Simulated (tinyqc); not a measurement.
Born-von Karman spring model of a cubic crystal with one atom per cell: one step, computed by the program tinyqc.

First neighbours lie at a/2 (1,1,1) (8 of them), second at a (1,0,0) (6), with all permutations and signs; the volume per atom is Omega = a^3/2. Two shells of springs match a real metal only roughly, above all at the zone boundary.

Problem. Sound velocities. rho = M/Omega and v = sqrt(C/rho), with C = C11, C44, C44 along [100]; (C11 + C12 + 2 C44)/2, C44, (C11 - C12)/2 along [110]; (C11 + 2 C12 + 4 C44)/3 and twice (C11 - C12 + C44)/3 along [111].

Inputs (values chosen for the exercise, modelled on tungsten): lattice constant a = 3.165 angstrom; atomic mass M = 183.84 u.

Lattice: bcc.

C11 = 523.4283 GPa

C44 = 155.4086 GPa

C12 = 200.9681 GPa

Constants: u = 1.6605390666e-27 kg.

Give: density rho; Velocities (m/s).

Solution.

density rho = 19257 kg/m^3

Velocities (m/s):
```
direction  longitudinal  transverse 1  transverse 2
[100]              5214          2841          2841
[110]              5184          2841          2894
[111]              5175          2876          2876
```

Along [110] the two transverse waves differ by a factor sqrt(2 C44/(C11 - C12)) = 0.982.
